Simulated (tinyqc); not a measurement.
What moves the tail: Franz-Keldysh effect at a direct gap.

Parabolic bands, vertical transitions, no excitons. For each hole band j: mr = me mj/(me + mj); joint density of states J_j(E) = (mr/c)^(3/2) sqrt(E - Eg)/(2 pi^2), both spins, c = hbar^2/2m0; averaged matrix element |e.p|^2 = m0 Ep/6; alpha_j(E) = 4 pi^2 alpha_f c Ep J_j/(3 nr E) in 1/angstrom (alpha_f the fine-structure constant, listed as alpha among the constants), times 1e8 for 1/cm.

In a field Fd (1 kV/cm = 1e-5 V/angstrom) the electro-optic energy of band j is th = (c (e Fd)^2/mr)^(1/3), and sqrt(E - Eg) in J_j is replaced by pi sqrt(th) [Ai'(b)^2 - b Ai(b)^2] with b = (Eg - E)/th; Ai is the Airy function.

Constants: hbar^2/2m0 = 3.80998211 eV angstrom^2; fine-structure constant alpha = 0.007297352564.

Inputs chosen for the exercise (near those of GaAs; the results hold for these values, not for the real material):
```
symbol  value   unit   meaning
Eg      1.422   eV     direct gap
me      0.0676  m0     electron mass
mhh     0.478   m0     heavy-hole mass
mlh     0.0814  m0     light-hole mass
Ep      26.5    eV     Kane energy
nr      3.58           refractive index
Fd      58      kV/cm  uniform field
det     60      meV    detuning below the gap
```

At E = Eg - det. Each row changes one parameter from the base and keeps the others.

Results:
```
case             th heavy (meV)  alpha (1/cm)
base                     27.867         5.799
Fd = 75.4 kV/cm          33.194         16.99
det = 70 meV             27.867         1.996
me = 0.0777 m0           26.766         5.352
mlh = 0.1058 m0          27.867         5.567
Ep = 29.2 eV             27.867         6.389
nr = 3.76                27.867         5.521
```

The largest shifts from the base row, up to three for each result and ties (the steps differ in size, so this ranks the rows, not the parameters). th heavy (meV): Fd +5.326, me -1.101; unchanged at the printed digits by det, mlh, Ep and nr. alpha (1/cm): Fd +11.2, det -3.80, Ep +0.591.

(tinyqc, `OMP_NUM_THREADS=1 python tinyqc.py 1680801 1680802 out.jsonl`, Intel(R) Xeon(R) Processor @ 2.30GHz, 1 thread, shared host, about 0.01 s.)
